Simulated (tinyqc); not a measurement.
Charge-trap memory cell: one step of the calculation.

Channel, tunnel oxide, storage layer, blocking layer, gate. N electrons per area sit in a sheet at the centroid and shift the threshold by U = (q/eps0) N (tb/eb + xc tn/en). EOT = t1 + 3.9 (tn/en + tb/eb); tunnel field F = (Vg - U)/EOT; dN/dt = eta (J/q)(1 - N/Nm). Fowler-Nordheim: J = A F^2 exp(-B/F), A = q^2/(16 pi^2 hbar mo phi) (times 1e14 for A/cm^2 with F in V/nm, emitter mass m0), B = (4/3) sqrt(mo/C) phi^1.5, C = hbar^2/(2 m0).

Task. Midpoint steps of growing length. N(half) = N + (d/2) r(N), N(new) = N + d r(N(half)), r = dN/dt; the step starts at d0 and is multiplied by gr each time. Field in the blocking layer (3.9 F + q N/eps0)/eb.

Inputs (values chosen for the exercise); oxide values close to those of silicon dioxide, storage layer close to silicon nitride, blocking layer close to silicon dioxide:
```
symbol,value,unit,meaning
phi,3.1,eV,tunnel barrier
mo,0.42,m0,tunnelling mass
t1,4,nm,tunnel oxide (permittivity 3.9)
tn,4.1,nm,storage layer
en,7.5,,its relative permittivity
tb,7.9,nm,blocking layer
eb,3.9,,its relative permittivity
xc,0.31,,"charge centroid, share of tn counted from the blocking side"
eta,0.73,,capture efficiency of an empty layer
Nm,2e13,cm^-2,trap density
Vg,16.5,V,gate voltage less flat band and surface potential
d0,4.5e-7,s,first time step
gr,1.8,,growth of the step
n,11,,steps
```

Constants: q = 1.602176634e-19 C, hbar = 1.054571817e-34 J s, m0 = 9.1093837015e-31 kg, eps0 = 8.8541878128e-14 F/cm where lengths are in cm, hbar^2/(2 m0) = 0.0380998212 eV nm^2. Results are converted to the units shown.

Wanted: t; N; U; F; blocking field.

Result.

t, step 0 to 11 (s): [0, 4.500e-7, 1.260e-6, 2.718e-6, 5.342e-6, 1.007e-5, 1.857e-5, 3.387e-5, 6.142e-5, 1.110e-4, 2.003e-4, 3.609e-4]
N, step 0 to 11 (cm^-2): [0, 3.549e11, 8.427e11, 1.453e12, 2.156e12, 2.916e12, 3.701e12, 4.491e12, 5.272e12, 6.036e12, 6.779e12, 7.498e12]
U, step 0 to 11 (V): [0.000, 0.141, 0.335, 0.577, 0.857, 1.158, 1.470, 1.784, 2.094, 2.398, 2.693, 2.978]
F, step 0 to 11 (V/nm): [1.176, 1.166, 1.152, 1.135, 1.115, 1.093, 1.071, 1.049, 1.027, 1.005, 0.984, 0.964]
blocking field, step 0 to 11 (V/nm): [1.176, 1.182, 1.191, 1.202, 1.215, 1.229, 1.243, 1.257, 1.271, 1.285, 1.299, 1.312]

Range of the model: The Fowler-Nordheim form needs F t1 above phi; trap-assisted paths and leakage through the blocking layer are left out.

Numbers from tinyqc (`OMP_NUM_THREADS=1 python tinyqc.py 2130092 2130093 out.jsonl`; about 0.07 s on one thread of a shared Intel Xeon 2.30GHz).
